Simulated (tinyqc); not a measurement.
Charge control and current of a heterostructure field-effect transistor: one step, computed by the program tinyqc. Command: `OMP_NUM_THREADS=1 python tinyqc.py 3015921 3015922 out.jsonl hemt walk`. One thread of a shared host (Intel(R) Xeon(R) Processor @ 2.30GHz), about 0.01 s of CPU time with the checks.

Two subbands in a triangular well; E_F is counted from the conduction band edge of the channel at the interface.

Problem. Threshold and barrier capacitance. Threshold V_T = phi_B - dE_c - sigma d/(eps eps_0) (in volts); C_b = eps eps_0/d.

Inputs (values chosen for the exercise, modelled on AlGaN/GaN):
```
quantity                                  value    unit
permittivity eps (barrier and channel)     9.69       -
barrier thickness d                          37      nm
Schottky barrier phi_B                      1.1      eV
conduction band offset dE_c                0.43      eV
polarisation charge sigma/e             1.7e+13  1/cm^2
```

Charge source: polarisation. Velocity law: two-piece.

Constants: e = 1.602176634e-19 C; eps_0 = 8.8541878128e-12 F/m.

Give: threshold voltage V_T; barrier capacitance C_b.

Solution.

threshold voltage V_T = -11.076 V

barrier capacitance C_b = 0.23188 microfarad/cm^2

The device is normally on.
